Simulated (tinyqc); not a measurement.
Phase-change memory cell, resistance drift and retention: one step of the calculation.

The amorphous state follows Ra = R0 (t/t0)^nu exp[(q Ec/kB)(1/T - 1/(300 K))], with nu taken as independent of T. An intermediate level follows the logarithmic mixing rule ln R = (1 - fa) ln Rc + fa ln Ra with constant Rc. The time to lose the data by crystallisation is tr = tx exp[(q Ex/kB)(1/T - 1/Tx)]; 1 year = 3.15576e7 s. These are empirical laws.

Task. Retention. tr at T; the ten-year temperature solves tr = 10 years: 1/T10 = 1/Tx + (kB/(q Ex)) ln(10 years/tx).

Inputs (values chosen for the exercise); values of the order found in chalcogenide phase-change cells:
- Ex = 2.7 eV (activation energy of crystallisation)
- Tx = 423 K (temperature of a bake)
- tx = 1900 s (time to crystallise in that bake)
- T = 328 K (operating temperature)

Constants: q = 1.602176634e-19 C, kB = 1.380649e-23 J/K. Results are converted to the units shown.

Give: tr; T10; loss of tr per kelvin, q Ex/(kB T^2).

Result.

tr = 1.250e5 years
T10 = 363.9 K
loss of tr per kelvin, q Ex/(kB T^2) = 29.12 %/K

T lies 35.9 K below T10, so ten years are met.

Computed by the program tinyqc: `OMP_NUM_THREADS=1 python tinyqc.py 2880054 2880055 out.jsonl`, one thread of a shared Intel Xeon 2.30GHz, about 0.01 s for the whole run.
